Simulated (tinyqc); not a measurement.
Inside a calculation. Method: extended Hueckel theory, for BeH2. One step of it, computed by the program tinyqc.

Question. Wolfsberg-Helmholz matrix. H_ij = K' S_ij (H_ii + H_jj)/2 for i != j (the diagonal keeps H_ii), with K' = K + D^2 + D^4 (1 - K), D = (H_ii - H_jj)/(H_ii + H_jj), K = 1.5.

overlap S, order 1Be 2s, 1Be 2px, 1Be 2py, 1Be 2pz, 2H 1s, 3H 1s:
$$\begin{pmatrix}
1.000000 & 0.000000 & 0.000000 & 0.000000 & 0.484341 & 0.484341 \\
0.000000 & 1.000000 & 0.000000 & 0.000000 & 0.000000 & 0.000000 \\
0.000000 & 0.000000 & 1.000000 & 0.000000 & 0.558013 & -0.558013 \\
0.000000 & 0.000000 & 0.000000 & 1.000000 & 0.053187 & 0.053187 \\
0.484341 & 0.000000 & 0.558013 & 0.053187 & 1.000000 & 0.044315 \\
0.484341 & 0.000000 & -0.558013 & 0.053187 & 0.044315 & 1.000000
\end{pmatrix}$$

diagonal H_ii (eV): 1Be 2s -10.000000, 1Be 2px -6.000000, 1Be 2py -6.000000, 1Be 2pz -6.000000, 2H 1s -13.600000, 3H 1s -13.600000

K = 1.500000

Give: H.

Answer.

H (eV), order 1Be 2s, 1Be 2px, 1Be 2py, 1Be 2pz, 2H 1s, 3H 1s:
$$\begin{pmatrix}
-10.0000 & 0.0000 & 0.0000 & 0.0000 & -8.7043 & -8.7043 \\
0.0000 & -6.0000 & 0.0000 & 0.0000 & 0.0000 & 0.0000 \\
0.0000 & 0.0000 & -6.0000 & 0.0000 & -8.9632 & 8.9632 \\
0.0000 & 0.0000 & 0.0000 & -6.0000 & -0.8543 & -0.8543 \\
-8.7043 & 0.0000 & -8.9632 & -0.8543 & -13.6000 & -0.9040 \\
-8.7043 & 0.0000 & 8.9632 & -0.8543 & -0.9040 & -13.6000
\end{pmatrix}$$
